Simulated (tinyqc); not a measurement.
Inside a calculation. Model: Froehlich polaron in a polar crystal. Computed by tinyqc, a small Python program that keeps every step. Command: `OMP_NUM_THREADS=1 python tinyqc.py 3028856 3028857 out.jsonl frohlich walk`. One thread of a shared host (Intel(R) Xeon(R) Processor @ 2.30GHz), about 0.05 s of CPU time with the checks. Intermediate numbers are printed to about 6 digits and carried at full precision; extremes and crossings named in words are read from the listed rows.

One electron in a parabolic band of mass m*, coupled to dispersionless LO phonons in the continuum model. Energies are in units of hbar omega unless marked, wave numbers in k_0 = sqrt(2 m* omega/hbar).

Inputs (values chosen for the exercise, modelled on indium phosphide):
```
quantity,value,unit
band mass m*,0.0756,m_0
LO phonon energy hbar omega,41.1,meV
eps_inf,9.86,-
static dielectric constant eps_s,12.3,-
temperature T,300,K
electron wave number k/k_0,0.29,-
trial v,3.7,-
trial w,1.6,-
```

Constants: hbar^2/(2 m_0) = 3.80998212 eV angstrom^2; e^2/(4 pi eps_0) = 14.39964548 eV angstrom; k_B = 8.617333262e-05 eV/K; hbar = 6.582119569e-16 eV s; e = 1.602176634e-19 C; m_0 = 9.1093837015e-31 kg.

## Coupling constant and length scale

1/eps* = 1/eps_inf - 1/eps_s; k_0 = sqrt(2 m* omega/hbar) = sqrt(m* hbar omega / (hbar^2/(2 m_0))) with m* in m_0; alpha = (e^2/(4 pi eps_0)) k_0/(2 eps* hbar omega); polaron length 1/k_0.

eps* = 49.7041

k_0 = 0.0285575 1/angstrom

coupling constant alpha = 0.100649

polaron length 1/k_0 = 35.0171 angstrom

Weak coupling: perturbation theory should serve.

## Second-order perturbation theory

At T = 0 and k < k_0: E(k) = (k/k_0)^2 - alpha arcsin(k/k_0)/(k/k_0); so E(0) = -alpha, 1/m_p = (1 - alpha/6)/m*, and the mean number of phonons in the cloud at k = 0 is alpha/2. The Lee-Low-Pines variational state gives the same E(0) and m_p = m* (1 + alpha/6).

energy shift at k = 0 = -4.13666 meV

E(k) = -0.0180157 hbar omega

m*/m_p, second order = 0.983225

m_p/m*, Lee-Low-Pines = 1.01677

phonons in the cloud = 0.0503243

## Strong-coupling trial states

Landau-Pekar: the lattice follows the mean electron density. A Gaussian state exp(-b^2 r^2/2) gives E(b) = (3/2) b^2 - alpha b sqrt(2/pi) (b in k_0), minimised at b = alpha sqrt(2/pi)/3 to E = -alpha^2/(3 pi); a state exp(-b r) gives E(b) = b^2 - (5/8) alpha b, minimised at b = 5 alpha/16 to E = -25 alpha^2/256.

best b, Gaussian = 0.0267687 k_0

E, Gaussian = -0.00107484 hbar omega

best b, exponential = 0.0314527 k_0

E, exponential = -9.89273e-04 hbar omega

The Gaussian bound lies below -alpha only for alpha > 3 pi = 9.42; here it lies above, so the self-trapped state is the poorer bound.

## Feynman's energy at a trial point

Feynman's bound: E(v, w) = 3 (v - w)^2/(4 v) - (alpha v/sqrt(pi)) int_0^infinity e^-u D(u)^(-1/2) du, D = w^2 u + ((v^2 - w^2)/v)(1 - e^(-v u)); integrals by 80 Gauss-Legendre points in s from 0 to 1 with u = 40 s^2.

first term = 0.893919 hbar omega

E(v, w) = 0.766753 hbar omega

## Feynman's variational polaron

Minimise over v > w > 0 (simplex search); mass m_p/m* = 1 + (alpha v^3/(3 sqrt(pi))) int u^2 e^-u D^(-3/2) du.

best v = 3.01

best w = 2.99

E, Feynman = -0.100774 hbar omega

polaron energy, Feynman = -4.14183 meV

m_p/m*, Feynman = 1.017

The bound lies 0.1 % below -alpha, and the mass is 1.00 times the Lee-Low-Pines value.

## Mobility at low temperature

Scattering by absorption of an LO phonon: 1/tau = 2 alpha omega n, n = 1/(exp(hbar omega/(k_B T)) - 1); mu = e tau/m*, the weak-coupling result for k_B T well below hbar omega.

phonon occupation n = 0.256222

lifetime tau = 310.505 fs

mobility = 7223.85 cm^2/(V s)

Caution: this mobility formula holds for weak coupling and k_B T well below hbar omega, and it leaves out all other scattering.

## All approximations against the coupling

Other columns: second order -alpha; Landau-Pekar Gaussian -alpha^2/(3 pi); Lee-Low-Pines mass 1 + alpha/6. The polaron energy in meV uses the given hbar omega.

Energies (hbar omega) and masses (m*):
```
alpha,second order,Gaussian,Feynman,Feynman (meV),"mass, LLP","mass, Feynman",v,w
0.025,-0.025,-6.63146e-05,-0.0250077,-1.02782,1.00417,1.004,3,3
0.05,-0.05,-2.65258e-04,-0.0500309,-2.05627,1.00833,1.008,3,2.99
0.1,-0.1,-0.00106103,-0.100124,-4.11510,1.01667,1.017,3.01,2.99
0.16,-0.16,-0.00271624,-0.160319,-6.58910,1.02667,1.027,3.02,2.98
3.3,-3.3,-1.15546,-3.46498,-142.411,1.55,2.058,3.49,2.51
6.3,-6.3,-4.21124,-7.11521,-292.435,2.05,8.413,4.94,1.79
9.3,-9.3,-9.17687,-12.0646,-495.856,2.55,75.41,10.6,1.26
12,-12,-15.2789,-18.1434,-745.694,3,281.6,18.6,1.13
```

All three energies are upper bounds (-alpha through the Lee-Low-Pines state), and the Feynman value is the lowest in every row. It lies within 5 % of -alpha up to alpha = 3.3; at alpha = 12 it is 1.19 times the Gaussian value, whose alpha^2 law it approaches with a constant shift of about -3 ln 2 - 3/4 = -2.83 (here -2.86). The mass stays within 10 % of 1 + alpha/6 up to alpha = 0.16 and reaches 282 m* in the last row; w falls from 3.00 towards 1 while v grows to 18.6.

Checks made by the program: second-order shift against the integral -(2 alpha/pi) int dq/(1 + q^2) (relative difference below 1e-10); v = w reduces the bound to -alpha (relative difference 1e-10).
